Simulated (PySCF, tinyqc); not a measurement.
RHF in the 6-31g basis, for H4, spin multiplicity 1, step by step (part 1 of 3). The lowest restricted solution is unstable here: a spin-polarised one lies 0.0119 hartree lower (PySCF). Computed by tinyqc, a small Python program that keeps every step (integrals from PySCF). Settings: charge = 0, multiplicity = 1, basis = 6-31g, energy threshold = 1e-09, iteration cap = 79, orthogonalisation = canonical, start = highest core orbitals, DIIS depth = 6, method = RHF. Command: `OMP_NUM_THREADS=1 python tinyqc.py 24230 24231 out.jsonl` (the two numbers bound the seeds that draw the settings). One thread of a shared host (Intel(R) Xeon(R) Processor @ 2.60GHz), about 0.05 s of CPU time with the checks. Later iterations appear only in the table of the cycle.

## One-electron integrals

Geometry (angstrom):
```
atom        x        y        z
H     0.00000  0.00000  0.00000
H     0.00000  0.00000  1.26300
H     0.00000  0.00000  2.58500
H     0.00000  0.00000  3.84800
```

Basis 6-31g: exponents (1/bohr^2) and contraction coefficients of normalised primitives:
```
element  l (shell)  exponent  coefficient
H            s (1)  18.73114      0.03349
H            s (1)   2.82539      0.23473
H            s (1)   0.64012      0.81376
H            s (2)   0.16128      1.00000
```

Overlap, kinetic and nuclear-attraction integrals over the contracted functions; the nuclear repulsion is the sum of Za Zb / Rab.

nuclear repulsion = 1.7851955 hartree

overlap S:
```
         1H 1s    1H 2s    2H 1s    2H 2s    3H 1s    3H 2s    4H 1s    4H 2s
1H 1s  1.00000  0.65829  0.12067  0.31149  0.00032  0.02895  0.00000  0.00067
1H 2s  0.65829  1.00000  0.31149  0.63169  0.02895  0.14598  0.00067  0.01407
2H 1s  0.12067  0.31149  1.00000  0.65829  0.10015  0.29001  0.00032  0.02895
2H 2s  0.31149  0.63169  0.65829  1.00000  0.29001  0.60455  0.02895  0.14598
3H 1s  0.00032  0.02895  0.10015  0.29001  1.00000  0.65829  0.12067  0.31149
3H 2s  0.02895  0.14598  0.29001  0.60455  0.65829  1.00000  0.31149  0.63169
4H 1s  0.00000  0.00067  0.00032  0.02895  0.12067  0.31149  1.00000  0.65829
4H 2s  0.00067  0.01407  0.02895  0.14598  0.31149  0.63169  0.65829  1.00000
```

kinetic energy T (hartree):
```
          1H 1s     1H 2s     2H 1s     2H 2s     3H 1s     3H 2s     4H 1s     4H 2s
1H 1s   1.39568   0.25974  -0.04386   0.06133  -0.00127  -0.01222   0.00000  -0.00093
1H 2s   0.25974   0.24192   0.06133   0.10602  -0.01222  -0.00999  -0.00093  -0.00627
2H 1s  -0.04386   0.06133   1.39568   0.25974  -0.04794   0.05165  -0.00127  -0.01222
2H 2s   0.06133   0.10602   0.25974   0.24192   0.05165   0.09718  -0.01222  -0.00999
3H 1s  -0.00127  -0.01222  -0.04794   0.05165   1.39568   0.25974  -0.04386   0.06133
3H 2s  -0.01222  -0.00999   0.05165   0.09718   0.25974   0.24192   0.06133   0.10602
4H 1s   0.00000  -0.00093  -0.00127  -0.01222  -0.04386   0.06133   1.39568   0.25974
4H 2s  -0.00093  -0.00627  -0.01222  -0.00999   0.06133   0.10602   0.25974   0.24192
```

nuclear attraction V (hartree):
```
          1H 1s     1H 2s     2H 1s     2H 2s     3H 1s     3H 2s     4H 1s     4H 2s
1H 1s  -2.41441  -1.24280  -0.25346  -0.60375  -0.00074  -0.05592   0.00000  -0.00130
1H 2s  -1.24280  -1.37890  -0.65235  -0.97556  -0.05911  -0.23734  -0.00130  -0.02312
2H 1s  -0.25346  -0.65235  -2.67716  -1.41541  -0.21578  -0.61389  -0.00074  -0.05911
2H 2s  -0.60375  -0.97556  -1.41541  -1.62374  -0.61389  -0.99374  -0.05592  -0.23734
3H 1s  -0.00074  -0.05911  -0.21578  -0.61389  -2.67716  -1.41541  -0.25346  -0.65235
3H 2s  -0.05592  -0.23734  -0.61389  -0.99374  -1.41541  -1.62374  -0.60375  -0.97556
4H 1s   0.00000  -0.00130  -0.00074  -0.05592  -0.25346  -0.60375  -2.41441  -1.24280
4H 2s  -0.00130  -0.02312  -0.05911  -0.23734  -0.65235  -0.97556  -1.24280  -1.37890
```

core Hamiltonian H = T + V (hartree):
```
          1H 1s     1H 2s     2H 1s     2H 2s     3H 1s     3H 2s     4H 1s     4H 2s
1H 1s  -1.01873  -0.98306  -0.29731  -0.54242  -0.00200  -0.06815   0.00000  -0.00222
1H 2s  -0.98306  -1.13699  -0.59102  -0.86955  -0.07133  -0.24732  -0.00222  -0.02939
2H 1s  -0.29731  -0.59102  -1.28148  -1.15567  -0.26372  -0.56224  -0.00200  -0.07133
2H 2s  -0.54242  -0.86955  -1.15567  -1.38182  -0.56224  -0.89656  -0.06815  -0.24732
3H 1s  -0.00200  -0.07133  -0.26372  -0.56224  -1.28148  -1.15567  -0.29731  -0.59102
3H 2s  -0.06815  -0.24732  -0.56224  -0.89656  -1.15567  -1.38182  -0.54242  -0.86955
4H 1s   0.00000  -0.00222  -0.00200  -0.06815  -0.29731  -0.54242  -1.01873  -0.98306
4H 2s  -0.00222  -0.02939  -0.07133  -0.24732  -0.59102  -0.86955  -0.98306  -1.13699
```

## Two-electron integrals

Functions are numbered as in S; the eight-fold symmetry (ij|kl) = (ji|kl) = (kl|ij) leaves the list below.

Two-electron integrals (ij|kl) in chemists' order, unique and non-zero (hartree):
```
(11|11) 1.07657    (21|11) 0.57847    (21|21) 0.32942    (22|11) 0.58740
(22|21) 0.36130    (22|22) 0.45315    (31|11) 0.08758    (31|21) 0.05236
(31|22) 0.06170    (31|31) 0.01324    (32|11) 0.15374    (32|21) 0.09789
(32|22) 0.13084    (32|31) 0.02790    (32|32) 0.07278    (33|11) 0.41753
(33|21) 0.27241    (33|22) 0.38569    (33|31) 0.08758    (33|32) 0.26224
(33|33) 1.07657    (41|11) 0.26224    (41|21) 0.15081    (41|22) 0.16801
(41|31) 0.02790    (41|32) 0.05381    (41|33) 0.15374    (41|41) 0.07278
(42|11) 0.32825    (42|21) 0.20491    (42|22) 0.26577    (42|31) 0.04372
(42|32) 0.10300    (42|33) 0.32825    (42|41) 0.10300    (42|42) 0.18082
(43|11) 0.27241    (43|21) 0.17664    (43|22) 0.24787    (43|31) 0.05236
(43|32) 0.15081    (43|33) 0.57847    (43|41) 0.09789    (43|42) 0.20491
(43|43) 0.32942    (44|11) 0.38569    (44|21) 0.24787    (44|22) 0.34556
(44|31) 0.06170    (44|32) 0.16801    (44|33) 0.58740    (44|41) 0.13084
(44|42) 0.26577    (44|43) 0.36130    (44|44) 0.45315    (51|11) 0.00013
(51|21) 0.00009    (51|22) 0.00012    (51|31) 2.64e-05   (51|32) 0.00008
(51|33) 0.00031    (51|41) 4.77e-05   (51|42) 0.00010    (51|43) 0.00017
(51|44) 0.00018    (51|51) 9.24e-08   (52|11) 0.00734    (52|21) 0.00483
(52|22) 0.00728    (52|31) 0.00127    (52|32) 0.00422    (52|33) 0.01664
(52|41) 0.00258    (52|42) 0.00624    (52|43) 0.01036    (52|44) 0.01319
(52|51) 5.34e-06   (52|52) 0.00061    (53|11) 0.02769    (53|21) 0.01822
(53|22) 0.02741    (53|31) 0.00503    (53|32) 0.01716    (53|33) 0.07082
(53|41) 0.00984    (53|42) 0.02395    (53|43) 0.04258    (53|44) 0.05065
(53|51) 2.24e-05   (53|52) 0.00228    (53|53) 0.00908    (54|11) 0.06567
(54|21) 0.04323    (54|22) 0.06549    (54|31) 0.01092    (54|32) 0.03575
(54|33) 0.13800    (54|41) 0.02276    (54|42) 0.05524    (54|43) 0.08823
(54|44) 0.11918    (54|51) 4.48e-05   (54|52) 0.00602    (54|53) 0.02134
(54|54) 0.06302    (55|11) 0.20471    (55|21) 0.13476    (55|22) 0.20464
(55|31) 0.03285    (55|32) 0.10577    (55|33) 0.39936    (55|41) 0.07019
(55|42) 0.16995    (55|43) 0.26114    (55|44) 0.37368    (55|51) 0.00013
(55|52) 0.02140    (55|53) 0.07082    (55|54) 0.24317    (55|55) 1.07657
(61|11) 0.02140    (61|21) 0.01266    (61|22) 0.01477    (61|31) 0.00277
(61|32) 0.00575    (61|33) 0.01738    (61|41) 0.00645    (61|42) 0.00989
(61|43) 0.01075    (61|44) 0.01349    (61|51) 5.34e-06   (61|52) 0.00028
(61|53) 0.00108    (61|54) 0.00241    (61|55) 0.00734    (61|61) 0.00061
(62|11) 0.05542    (62|21) 0.03566    (62|22) 0.04988    (62|31) 0.00891
(62|32) 0.02443    (62|33) 0.08573    (62|41) 0.01885    (62|42) 0.03853
(62|43) 0.05273    (62|44) 0.06614    (62|51) 2.68e-05   (62|52) 0.00195
(62|53) 0.00747    (62|54) 0.01764    (62|55) 0.05542    (62|61) 0.00195
(62|62) 0.00966    (63|11) 0.10154    (63|21) 0.06648    (63|22) 0.09668
(63|31) 0.01953    (63|32) 0.06095    (63|33) 0.24317    (63|41) 0.03664
(63|42) 0.08240    (63|43) 0.13997    (63|44) 0.15616    (63|51) 0.00007
(63|52) 0.00522    (63|53) 0.02134    (63|54) 0.04557    (63|55) 0.13800
(63|61) 0.00406    (63|62) 0.02288    (63|63) 0.06302    (64|11) 0.16500
(64|21) 0.10806    (64|22) 0.15980    (64|31) 0.02763    (64|32) 0.08407
(64|33) 0.31069    (64|41) 0.05730    (64|42) 0.13049    (64|43) 0.19419
(64|44) 0.25261    (64|51) 0.00010    (64|52) 0.00944    (64|53) 0.03470
(64|54) 0.09139    (64|55) 0.31069    (64|61) 0.00606    (64|62) 0.03713
(64|63) 0.09139    (64|64) 0.16562    (65|11) 0.13476    (65|21) 0.08871
(65|22) 0.13465    (65|31) 0.02162    (65|32) 0.06932    (65|33) 0.26114
(65|41) 0.04620    (65|42) 0.11136    (65|43) 0.16983    (65|44) 0.24074
(65|51) 0.00009    (65|52) 0.01266    (65|53) 0.04258    (65|54) 0.13997
(65|55) 0.57847    (65|61) 0.00483    (65|62) 0.03566    (65|63) 0.08823
(65|64) 0.19419    (65|65) 0.32942    (66|11) 0.20464    (66|21) 0.13465
(66|22) 0.20358    (66|31) 0.03256    (66|32) 0.10137    (66|33) 0.37368
(66|41) 0.07001    (66|42) 0.16495    (66|43) 0.24074    (66|44) 0.33786
(66|51) 0.00012    (66|52) 0.01477    (66|53) 0.05065    (66|54) 0.15616
(66|55) 0.58740    (66|61) 0.00728    (66|62) 0.04988    (66|63) 0.11918
(66|64) 0.25261    (66|65) 0.36130    (66|66) 0.45315    (71|11) 8.14e-09
(71|21) 5.35e-09   (71|22) 8.06e-09   (71|32) 5.01e-09   (71|33) 2.06e-08
(71|42) 7.04e-09   (71|43) 1.25e-08   (71|44) 1.49e-08   (71|54) 6.26e-09
(71|55) 2.06e-08   (71|63) 6.26e-09   (71|64) 1.02e-08   (71|65) 1.25e-08
(71|66) 1.49e-08   (72|11) 0.00011    (72|21) 0.00008    (72|22) 0.00011
(72|31) 1.74e-05   (72|32) 0.00005    (72|33) 0.00019    (72|41) 3.85e-05
(72|42) 0.00009    (72|43) 0.00013    (72|44) 0.00019    (72|51) 6.28e-08
(72|52) 9.40e-06   (72|53) 2.97e-05   (72|54) 0.00011    (72|55) 0.00047
(72|61) 3.94e-06   (72|62) 2.80e-05   (72|63) 0.00006    (72|64) 0.00016
(72|65) 0.00028    (72|66) 0.00034    (72|72) 3.17e-07   (73|11) 0.00007
(73|21) 4.37e-05   (73|22) 0.00007    (73|31) 1.07e-05   (73|32) 3.45e-05
(73|33) 0.00013    (73|41) 2.28e-05   (73|42) 0.00006    (73|43) 0.00009
(73|44) 0.00012    (73|51) 4.28e-08   (73|52) 6.65e-06   (73|53) 2.24e-05
(73|54) 0.00007    (73|55) 0.00031    (73|61) 2.39e-06   (73|62) 1.79e-05
(73|63) 4.48e-05   (73|64) 0.00010    (73|65) 0.00017    (73|66) 0.00018
(73|72) 1.44e-07   (73|73) 9.24e-08   (74|11) 0.00457    (74|21) 0.00301
(74|22) 0.00457    (74|31) 0.00068    (74|32) 0.00206    (74|33) 0.00734
(74|41) 0.00153    (74|42) 0.00356    (74|43) 0.00483    (74|44) 0.00728
(74|51) 2.39e-06   (74|52) 0.00034    (74|53) 0.00108    (74|54) 0.00406
(74|55) 0.01738    (74|61) 0.00016    (74|62) 0.00108    (74|63) 0.00241
(74|64) 0.00606    (74|65) 0.01075    (74|66) 0.01349    (74|72) 1.35e-05
(74|73) 5.34e-06   (74|74) 0.00061    (75|11) 0.01989    (75|21) 0.01309
(75|22) 0.01989    (75|31) 0.00300    (75|32) 0.00913    (75|33) 0.03285
(75|41) 0.00669    (75|42) 0.01564    (75|43) 0.02162    (75|44) 0.03256
(75|51) 1.07e-05   (75|52) 0.00162    (75|53) 0.00503    (75|54) 0.01953
(75|55) 0.08758    (75|61) 0.00068    (75|62) 0.00482    (75|63) 0.01092
(75|64) 0.02763    (75|65) 0.05236    (75|66) 0.06170    (75|72) 0.00006
(75|73) 2.64e-05   (75|74) 0.00277    (75|75) 0.01324    (76|11) 0.04564
(76|21) 0.03004    (76|22) 0.04564    (76|31) 0.00669    (76|32) 0.01988
(76|33) 0.07019    (76|41) 0.01521    (76|42) 0.03494    (76|43) 0.04620
(76|44) 0.07001    (76|51) 2.28e-05   (76|52) 0.00313    (76|53) 0.00984
(76|54) 0.03664    (76|55) 0.15374    (76|61) 0.00153    (76|62) 0.01035
(76|63) 0.02276    (76|64) 0.05730    (76|65) 0.09789    (76|66) 0.13084
(76|72) 0.00013    (76|73) 4.77e-05   (76|74) 0.00645    (76|75) 0.02790
(76|76) 0.07278    (77|11) 0.13752    (77|21) 0.09053    (77|22) 0.13752
(77|31) 0.01989    (77|32) 0.05847    (77|33) 0.20471    (77|41) 0.04564
(77|42) 0.10392    (77|43) 0.13476    (77|44) 0.20464    (77|51) 0.00007
(77|52) 0.00874    (77|53) 0.02769    (77|54) 0.10154    (77|55) 0.41753
(77|61) 0.00457    (77|62) 0.03022    (77|63) 0.06567    (77|64) 0.16500
(77|65) 0.27241    (77|66) 0.38569    (77|71) 8.14e-09   (77|72) 0.00041
(77|73) 0.00013    (77|74) 0.02140    (77|75) 0.08758    (77|76) 0.26224
(77|77) 1.07657    (81|11) 0.00041    (81|21) 0.00025    (81|22) 0.00031
(81|31) 0.00006    (81|32) 0.00015    (81|33) 0.00047    (81|41) 0.00013
(81|42) 0.00023    (81|43) 0.00028    (81|44) 0.00034    (81|51) 1.44e-07
(81|52) 7.50e-06   (81|53) 2.97e-05   (81|54) 0.00006    (81|55) 0.00019
(81|61) 1.35e-05   (81|62) 4.88e-05   (81|63) 0.00011    (81|64) 0.00016
(81|65) 0.00013    (81|66) 0.00019    (81|72) 1.01e-07   (81|73) 6.28e-08
(81|74) 3.94e-06   (81|75) 1.74e-05   (81|76) 3.85e-05   (81|77) 0.00011
(81|81) 3.17e-07   (82|11) 0.00384    (82|21) 0.00251    (82|22) 0.00372
(82|31) 0.00064    (82|32) 0.00196    (82|33) 0.00723    (82|41) 0.00133
(82|42) 0.00304    (82|43) 0.00452    (82|44) 0.00588    (82|51) 2.30e-06
(82|52) 0.00022    (82|53) 0.00081    (82|54) 0.00213    (82|55) 0.00723
(82|61) 0.00014    (82|62) 0.00086    (82|63) 0.00213    (82|64) 0.00385
(82|65) 0.00452    (82|66) 0.00588    (82|72) 3.68e-06   (82|73) 2.30e-06
(82|74) 0.00014    (82|75) 0.00064    (82|76) 0.00133    (82|77) 0.00384
(82|81) 3.68e-06   (82|82) 0.00009    (83|11) 0.00874    (83|21) 0.00574
(83|22) 0.00854    (83|31) 0.00162    (83|32) 0.00530    (83|33) 0.02140
(83|41) 0.00313    (83|42) 0.00736    (83|43) 0.01266    (83|44) 0.01477
(83|51) 6.65e-06   (83|52) 0.00057    (83|53) 0.00228    (83|54) 0.00522
(83|55) 0.01664    (83|61) 0.00034    (83|62) 0.00217    (83|63) 0.00602
(83|64) 0.00944    (83|65) 0.01036    (83|66) 0.01319    (83|72) 7.50e-06
(83|73) 5.34e-06   (83|74) 0.00028    (83|75) 0.00127    (83|76) 0.00258
(83|77) 0.00734    (83|81) 9.40e-06   (83|82) 0.00022    (83|83) 0.00061
(84|11) 0.03022    (84|21) 0.01988    (84|22) 0.03005    (84|31) 0.00482
(84|32) 0.01502    (84|33) 0.05542    (84|41) 0.01035    (84|42) 0.02438
(84|43) 0.03566    (84|44) 0.04988    (84|51) 1.79e-05   (84|52) 0.00217
(84|53) 0.00747    (84|54) 0.02288    (84|55) 0.08573    (84|61) 0.00108
(84|62) 0.00736    (84|63) 0.01764    (84|64) 0.03713    (84|65) 0.05273
(84|66) 0.06614    (84|72) 4.88e-05   (84|73) 2.68e-05   (84|74) 0.00195
(84|75) 0.00891    (84|76) 0.01885    (84|77) 0.05542    (84|81) 2.80e-05
(84|82) 0.00086    (84|83) 0.00195    (84|84) 0.00966    (85|11) 0.05847
(85|21) 0.03849    (85|22) 0.05845    (85|31) 0.00913    (85|32) 0.02865
(85|33) 0.10577    (85|41) 0.01988    (85|42) 0.04738    (85|43) 0.06932
(85|44) 0.10137    (85|51) 3.45e-05   (85|52) 0.00530    (85|53) 0.01716
(85|54) 0.06095    (85|55) 0.26224    (85|61) 0.00206    (85|62) 0.01502
(85|63) 0.03575    (85|64) 0.08407    (85|65) 0.15081    (85|66) 0.16801
(85|71) 5.01e-09   (85|72) 0.00015    (85|73) 0.00008    (85|74) 0.00575
(85|75) 0.02790    (85|76) 0.05381    (85|77) 0.15374    (85|81) 0.00005
(85|82) 0.00196    (85|83) 0.00422    (85|84) 0.02443    (85|85) 0.07278
(86|11) 0.10392    (86|21) 0.06841    (86|22) 0.10387    (86|31) 0.01564
(86|32) 0.04738    (86|33) 0.16995    (86|41) 0.03494    (86|42) 0.08123
(86|43) 0.11136    (86|44) 0.16495    (86|51) 0.00006    (86|52) 0.00736
(86|53) 0.02395    (86|54) 0.08240    (86|55) 0.32825    (86|61) 0.00356
(86|62) 0.02438    (86|63) 0.05524    (86|64) 0.13049    (86|65) 0.20491
(86|66) 0.26577    (86|71) 7.04e-09   (86|72) 0.00023    (86|73) 0.00010
(86|74) 0.00989    (86|75) 0.04372    (86|76) 0.10300    (86|77) 0.32825
(86|81) 0.00009    (86|82) 0.00304    (86|83) 0.00624    (86|84) 0.03853
(86|85) 0.10300    (86|86) 0.18082    (87|11) 0.09053    (87|21) 0.05959
(87|22) 0.09053    (87|31) 0.01309    (87|32) 0.03849    (87|33) 0.13476
(87|41) 0.03004    (87|42) 0.06841    (87|43) 0.08871    (87|44) 0.13465
(87|51) 4.37e-05   (87|52) 0.00574    (87|53) 0.01822    (87|54) 0.06648
(87|55) 0.27241    (87|61) 0.00301    (87|62) 0.01988    (87|63) 0.04323
(87|64) 0.10806    (87|65) 0.17664    (87|66) 0.24787    (87|71) 5.35e-09
(87|72) 0.00025    (87|73) 0.00009    (87|74) 0.01266    (87|75) 0.05236
(87|76) 0.15081    (87|77) 0.57847    (87|81) 0.00008    (87|82) 0.00251
(87|83) 0.00483    (87|84) 0.03566    (87|85) 0.09789    (87|86) 0.20491
(87|87) 0.32942    (88|11) 0.13752    (88|21) 0.09053    (88|22) 0.13752
(88|31) 0.01989    (88|32) 0.05845    (88|33) 0.20464    (88|41) 0.04564
(88|42) 0.10387    (88|43) 0.13465    (88|44) 0.20358    (88|51) 0.00007
(88|52) 0.00854    (88|53) 0.02741    (88|54) 0.09668    (88|55) 0.38569
(88|61) 0.00457    (88|62) 0.03005    (88|63) 0.06549    (88|64) 0.15980
(88|65) 0.24787    (88|66) 0.34556    (88|71) 8.06e-09   (88|72) 0.00031
(88|73) 0.00012    (88|74) 0.01477    (88|75) 0.06170    (88|76) 0.16801
(88|77) 0.58740    (88|81) 0.00011    (88|82) 0.00372    (88|83) 0.00728
(88|84) 0.04988    (88|85) 0.13084    (88|86) 0.26577    (88|87) 0.36130
(88|88) 0.45315
```

## Orthogonalisation

S = U s U^T; canonical form X = U s^(-1/2), so that X^T S X = 1. Each column of U has its largest component positive (the first on a tie).

eigenvalues of S: 0.06979  0.21047  0.33556  0.39426  0.87152  1.18516  2.00437  2.92887

X:
```
              1         2         3         4         5         6         7        8
1H 1s   0.21484  -0.61101   0.80373   0.56552  -0.36870   0.45681   0.28389  0.12804
1H 2s  -1.17439   1.04498  -0.74495  -0.40913  -0.11136   0.28287   0.32115  0.19322
2H 1s  -0.65395   0.52934   0.42038   0.74306   0.63297  -0.31288   0.17542  0.19143
2H 2s   2.30467  -0.79380  -0.33524  -0.47839   0.15723  -0.18788   0.18696  0.28345
3H 1s   0.65395   0.52934  -0.42038   0.74306  -0.63297  -0.31288  -0.17542  0.19143
3H 2s  -2.30467  -0.79380   0.33524  -0.47839  -0.15723  -0.18788  -0.18696  0.28345
4H 1s  -0.21484  -0.61101  -0.80373   0.56552   0.36870   0.45681  -0.28389  0.12804
4H 2s   1.17439   1.04498   0.74495  -0.40913   0.11136   0.28287  -0.32115  0.19322
```

## Starting guess

The start is the highest orbitals of the core Hamiltonian (a deliberately bad start); D = 2 C_occ C_occ^T.

D at the start:
```
          1H 1s     1H 2s     2H 1s     2H 2s     3H 1s     3H 2s     4H 1s     4H 2s
1H 1s   2.30365  -3.52748  -1.13889   3.05861   0.25131  -1.39692   0.54917  -0.05554
1H 2s  -3.52748   5.68539   1.93292  -5.45205  -0.81815   3.36503  -0.05554  -1.18525
2H 1s  -1.13889   1.93292   0.68885  -2.02372  -0.41271   1.50673   0.25131  -0.81815
2H 2s   3.05861  -5.45205  -2.02372   6.14141   1.50673  -5.17352  -1.39692   3.36503
3H 1s   0.25131  -0.81815  -0.41271   1.50673   0.68885  -2.02372  -1.13889   1.93292
3H 2s  -1.39692   3.36503   1.50673  -5.17352  -2.02372   6.14141   3.05861  -5.45205
4H 1s   0.54917  -0.05554   0.25131  -1.39692  -1.13889   3.05861   2.30365  -3.52748
4H 2s  -0.05554  -1.18525  -0.81815   3.36503   1.93292  -5.45205  -3.52748   5.68539
```
